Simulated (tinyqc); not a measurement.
Hubbard chain of 2 sites, step by step. Computed by tinyqc, a small Python program that keeps every step. Settings: hopping = 1.34, U = 10.8, mixing = 0.2, iteration cap = 56. Command: `OMP_NUM_THREADS=1 python tinyqc.py 26991 26992 out.jsonl` (the two numbers bound the seeds that draw the settings). One thread of a shared host (Intel(R) Xeon(R) Processor @ 2.60GHz), about 0.2 s of CPU time with the checks. Later iterations appear only in the table of the cycle.

## Mean-field iteration 1

one-body matrix (hopping and site energies) (eV):
```
           1          2
1  -0.210000  -1.340000
2  -1.340000  -0.560000
```

U = 10.800000 eV

electrons, up and down: 1  1

mixing = 0.200000

n(up) at the start (a guess, not normalised): 1 0.800000, 2 0.200000

n(down) at the start (a guess): 1 0.200000, 2 0.800000

H(up) = T + U n(down), H(down) = T + U n(up); fill the lowest levels; n(new) = n + mixing (n(out) - n); E = tr T (rho up + rho down) + U sum n_up n_down of the output.

levels, up (eV): 1.669880  8.360120

levels, down (eV): 1.346509  8.683491

energy = -1.004724 eV

n(up) after iteration 1: 1 0.831626, 2 0.168374

n(down) after iteration 1: 1 0.166910, 2 0.833090

## Mean-field iteration 2

As before.

levels, up (eV): 1.339645  8.690355

levels, down (eV): 1.026598  9.003402

energy = -1.046647 eV

n(up) after iteration 2: 1 0.858418, 2 0.141582

n(down) after iteration 2: 1 0.139341, 2 0.860659

## Convergence

Each step fills the lowest levels of T + U n(other spin) and sets n(new) = n + mixing (n(out) - n); stop when output and input agree to 1e-8.

Course of the cycle:
```
iteration       E (eV)  largest |n(out) - n(in)|  mean |n_up - n_down|
1          -1.00472403                  1.65e-01              0.923580
2          -1.04664718                  1.38e-01              0.936520
3          -1.06972230                  1.14e-01              0.945058
4          -1.08286831                  9.38e-02              0.950935
5          -1.09057540                  7.69e-02              0.955119
6          -1.09520004                  6.30e-02              0.958178
7          -1.09802733                  5.16e-02              0.960463
8          -1.09978180                  4.23e-02              0.962198
9          -1.10088362                  3.45e-02              0.963533
10         -1.10158223                  2.82e-02              0.964572
11         -1.10202859                  2.30e-02              0.965386
...                ...                       ...                   ...
46         -1.10284779                  1.65e-05              0.968631
47         -1.10284779                  1.34e-05              0.968631
48         -1.10284779                  1.09e-05              0.968632
49         -1.10284779                  8.85e-06              0.968632
50         -1.10284779                  7.20e-06              0.968632
51         -1.10284779                  5.85e-06              0.968632
52         -1.10284779                  4.75e-06              0.968632
53         -1.10284779                  3.86e-06              0.968633
54         -1.10284779                  3.14e-06              0.968633
55         -1.10284779                  2.55e-06              0.968633
56         -1.10284779                  2.07e-06              0.968633
```

Not converged within 56 iterations: the residual falls steadily but slowly, by a factor of about 0.81 a step. The lowest mean-field energy found from random starts is -1.10285 eV. Reruns (cap 100 unless said): mixing 0.5: converged in 28 (E = -1.10285); mixing 0.9: converged in 11 (E = -1.10285); the original settings with a cap of 400: converged in 82 (E = -1.10285).

## The many-body Hamiltonian

Basis: all placements (u, d, 2, 0 on each site), up operators ordered before down ones; hops carry the sign of the same-spin electrons passed.

H (eV), lower triangle:
```
           20         ud         du        02
20  10.380000
ud  -1.340000  -0.770000
du  -1.340000   0.000000  -0.770000
02   0.000000  -1.340000  -1.340000  9.680000
```

## Exact diagonalisation (4 states)

Lowest levels of the sector, and the double occupancy of the lowest state.

lowest levels (eV): -1.399025  -0.770000  9.881181  10.807844

double occupancy per site = 0.026130
